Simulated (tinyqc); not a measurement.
Worked calculation: propagation of a band-gap error through k.p and effective-mass formulas. Values are carried at full precision from step to step, so a last printed digit may differ when a step is redone from the rounded ones.

Chain, for a gap E (the reference Eg or another value), with Ep and Dso kept: 1/me = 1 + Ep (E + 2 Dso/3)/(E (E + Dso)); g* = 2 - 2 Ep Dso/(3 E (E + Dso)); g1(E) = g1 + (Ep/3)(1/E - 1/Eg), g2(E) = g2 + (Ep/6)(1/E - 1/Eg), light hole 1/(g1 + 2 g2), heavy hole 1/(g1 - 2 g2) along [100]; optical constant ei(E) = 1 + (ei - 1)(EP/(EP + E - Eg))^2, static e0(E) = ei(E) + e0 - ei.

Constants: Ry = 13.60569312 eV; a0 (Bohr radius) = 0.5291772105 angstrom; kB = 8.617333262e-05 eV/K; hbar^2/2m0 = 3.80998211 eV angstrom^2.

Values chosen for the exercise (reference values near those of InP, gap at low temperature; shifted at random, so the results belong to these values and not to a real crystal): Eg = 1.422 eV (gap at Gamma to the s-like level); Dso = 0.109 eV (spin-orbit splitting); Ep = 21 eV (Kane energy); g1 = 5.09 (Luttinger gamma1); g2 = 1.59 (gamma2); e0 = 12.62 (static dielectric constant); ei = 9.67 (optical dielectric constant); EP = 5.04 eV (mean (Penn) gap); Eg2 = 0.469 eV (a wrong gap, of the size a semi-local functional can give); mh = 0.39 m0 (density-of-states mass of the holes); T = 300 K (temperature); k = 0.028 1/angstrom (wave vector).

## Masses, g factor and screening for both gaps

Evaluate the chain at Eg and at Eg2.

Band values at the two gaps:
```
quantity      at Eg   at Eg2  ratio
me          0.06486  0.02328  0.359
g*            1.299   -3.629      -
g1            5.090    15.09  2.965
g2            1.590    6.591  4.146
light hole   0.1209  0.03537  0.292
heavy hole   0.5236   0.5236  1.000
ei            9.670    14.18  1.467
e0            12.62    17.13  1.358
```

The gap is off by a factor of 0.33; the electron mass follows with 0.36 and the light hole with 0.29, while the heavy hole, which does not couple to the conduction level, keeps its value. The optical constant changes less, by +47 %, as it answers to the mean gap, which shifts by the same -0.95 eV on a base of 5.04 eV. g* moves by -4.93; remote bands, left out here, shift it by tenths or, where it is large, by some per cent.

## Binding energies and densities for both gaps

Donor: R = Ry me/e0^2, a_B = a0 e0/me, Mott density (0.26/a_B)^3. Nc, Nv = 2 (m kT/(4 pi c))^(3/2), c = hbar^2/2m0, ni = sqrt(Nc Nv) exp(-E/2kT). Exciton: Ry mu/e0^2 with 1/mu = 1/me + g1(E). 1 angstrom^-3 = 1e24 cm^-3.

Use the values of the table.

Results:
```
quantity                  at Eg     at Eg2     ratio
R (meV)                   5.541      1.079     0.195
a_B (angstrom)            103.0      389.5      3.78
Mott density (cm^-3)  1.610e+16  2.973e+14    0.0185
Nc (cm^-3)            4.145e+17  8.912e+16     0.215
ni (cm^-3)            1.810e+06  8.485e+13  4.69e+07
exciton (meV)             4.166     0.7982     0.192
```

Power laws carry the error on: the donor energy (me/e0^2) by a factor of 0.195, the Mott density (cube of me/e0) by 0.0185. ni, with its exponential, changes by a factor of 4.69e+07, that is 7.7 decades.

## A scissor shift and what it does not mend

A rigid shift D = Eg - Eg2 of the conduction band restores the gap but leaves the curvature, so the mass stays me(Eg2); redoing the sum 1/m = 1 + Ep (E + 2 Dso/3)/(E (E + Dso)) with E = Eg and the same Ep gives another mass. For optics, eps2 at the edge goes as |p|^2/E^2: a rigid shift keeps the dipole elements p/E, while shifting the energies under unchanged p scales eps2 by (Eg2/Eg)^2.

shift D = 0.953 eV
mass under a rigid shift = 0.0233 m0
mass from the sum with the corrected gap = 0.0649 m0
factor on eps2 if p is left unscaled = 0.109

The rigid shift leaves the mass off by a factor of 0.36. The mass from the corrected gap is the reference me(Eg) here, because the exercise keeps Ep fixed; a real correction of the gap depends on k and changes Ep as well.

## Far from the edge the relative error shrinks

Two-level dispersion E(k) = sqrt(E^2/4 + Ep c k^2) - E/2 at k/4, k, 4k for both gaps, c = hbar^2/2m0.

Energies above the edge:
```
k (1/angstrom)  at Eg (eV)  at Eg2 (eV)  ratio
0.00700             0.0028       0.0082  2.986
0.02800             0.0428       0.1086  2.536
0.11200             0.5175       0.7944  1.535
```

The ratio tends to Eg/Eg2 = 3.03 at k = 0 and goes from 2.986 to 1.535: at large k both curves approach the same slope sqrt(Ep c), while their distance in eV grows towards |Eg - Eg2|/2.

## Checks

- Chain at E = Eg against the inputs g1, g2, ei, e0: they agree to 1e-10 or better.

tinyqc: `OMP_NUM_THREADS=1 python tinyqc.py 1851092 1851093 out.jsonl`; about 0.01 s, one thread, shared Intel(R) Xeon(R) Processor @ 2.30GHz.
